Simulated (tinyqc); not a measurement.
What moves the results: polar nitride quantum well with polarisation fields. A value that a table varies takes the place of the one given here.

Growth along [0001]. e_par = (a_sub - a)/a, Ppz = 2 e_par (e31 - e33 C13/C33), P = Psp + Ppz in each layer; strain relaxation and the strain shift of the gaps are left out, although thick layers with more than about 1 % mismatch would relax.

In a periodic stack without free charge the potential drop over a period vanishes: F_w = (P_b - P_w) Lb/(eps0 (eps_w Lb + eps_b Lw)), F_b = -F_w Lw/Lb, eps0 = 8.8541878e-12 F/m; 1 MV/cm = 1e8 V/m = 0.01 V/angstrom.

Envelope functions on cells of 0.25 angstrom over barrier, well, barrier (widths Lb, Lw, Lb), psi = 0 beyond, psi'/m continuous (mean mass between points), c = hbar^2/2m0. With u(z) the integral of e F (F_w in the well, F_b = -F_w Lw/Lb in the barriers, 1 MV/cm = 0.01 V/angstrom), zero at the centre of the well, the electron sees u plus Vc in the barriers and the hole -u plus Vv. The transition is Eg + E_e + E_h; excitons are left out.

Constants: hbar^2/2m0 = 3.80998211 eV angstrom^2; hc = 1239.841984 eV nm.

Parameters, chosen for this exercise (near those of a GaN well in AlN; shifted at random, so the results belong to these values and not to a real crystal):
```
symbol  value                     unit      meaning
a_w     3.189                     angstrom  lattice constant a, well
a_b     3.112                     angstrom  lattice constant a, barrier
a_sub   3.112                     angstrom  in-plane lattice constant of the stack
Psp_w   -0.0349                   C/m^2     spontaneous polarisation
Psp_b   -0.0886                   C/m^2     spontaneous polarisation
e31_w   -0.347                    C/m^2
e31_b   -0.524                    C/m^2
e33_w   0.65                      C/m^2
e33_b   1.513                     C/m^2
C_w     0.269                               C13/C33
C_b     0.283                               C13/C33
eps_w   10.5                                dielectric constant
eps_b   10.3                                dielectric constant
Lb      55                        angstrom  barrier width
Eg      3.44                      eV        gap of the well
Vc      1.85                      eV        conduction offset
Vv      0.87                      eV        valence offset
me      0.2                       m0        electron, well
meb     0.32                      m0        electron, barrier
mh      1.76                      m0        hole, everywhere
Ls      (10, 14, 20, 28, 38, 50)  angstrom  well widths
Lw      29                        angstrom  well width
```

## Width of the well

Field, levels and overlap anew for each width.

Results:
```
Lw (angstrom)  F_w (MV/cm)  E (eV)  E without field (eV)  overlap^2  ln overlap^2
10                  -7.202  4.0275                4.1349      0.704         -0.35
14                  -6.791  3.6810                3.8970      0.436         -0.83
20                  -6.255  3.3008                3.7178      0.138         -1.98
28                  -5.660  2.9034                3.6062     0.0158         -4.15
38                  -5.058  2.5020                3.5410   0.000501         -7.60
50                  -4.486  2.1165                3.5032   4.03e-06        -12.42
```

What can be read from the table?

The red shift grows from 107 to 1387 meV. The line drops below Eg between 14 and 20 angstrom, which a square well can never do. Over the last two rows dE/dLw = -32.1 meV per angstrom, against -|e F_w| = -44.9 in the last row; the field itself weakens by 38 % over the table, since a wider well shares the drop with the barrier. The overlap falls by a factor 1.75e+05.

## Screening the field

F_w = -5.5936 MV/cm

Carriers or a semipolar orientation reduce the field; here it is simply scaled in well and barrier.

Results:
```
share of the field  F_w (MV/cm)  E (eV)     nm  overlap^2  separation (angstrom)
1.0                      -5.594  2.8592  433.6      0.012                   18.7
0.8                      -4.475  3.0590  405.3      0.027                   17.4
0.6                      -3.356  3.2432  382.3      0.068                   15.7
0.4                      -2.237  3.4054  364.1       0.17                   13.3
0.2                      -1.119  3.5343  350.8       0.46                    9.5
0.0                       0.000  3.5971  344.7       0.98                    0.0
```

What can be read from the table?

Full screening shifts the line by -89.0 nm (+738 meV). The first fifth of the screening gives 200 meV and the last fifth 63 meV; a purely quadratic shift would give a ratio of 9, a linear one 1, and here it is 3.2.

## What each parameter does

Polarisation, field, levels and overlap anew. Each row changes one parameter from the base and keeps the others.

Results:
```
case                    F_w (MV/cm)  E (eV)  overlap^2  red shift (meV)
base                         -5.594  2.8592      0.012              738
Lw = 25 angstrom             -5.870  3.0426      0.038              596
Lb = 40 angstrom             -4.960  2.9753      0.019              622
a_sub = 3.122 angstrom       -5.795  2.8218     0.0099              775
Psp_b = -0.0975 C/m^2        -6.225  2.7411     0.0072              856
e33_w = 0.715 C/m^2          -5.653  2.8481      0.011              749
eps_w = 11.6                 -5.232  2.9252      0.015              672
mh = 1.23 m0                 -5.594  2.8967      0.017              708
Vc = 1.573 eV                -5.594  2.8417      0.010              751
```

What can be read from the table?

The largest shifts from the base row, up to three for each result and ties (the steps differ in size, so this ranks the rows, not the parameters). F_w (MV/cm): Lb +0.634, Psp_b -0.631, eps_w +0.361; unchanged at the printed digits by mh and Vc. E (eV): Lw +0.1835, Psp_b -0.1181, Lb +0.1161. overlap^2: Lw +0.0269, Lb +0.00740, mh +0.00513. red shift (meV): Lw -142, Psp_b +118, Lb -116.

Computed by tinyqc, a small Python program: `OMP_NUM_THREADS=1 python tinyqc.py 1251618 1251619 out.jsonl` (the numbers bound the seed that draws the inputs); one thread of a shared host (Intel(R) Xeon(R) Processor @ 2.30GHz), about 0.03 s for the whole set of steps.
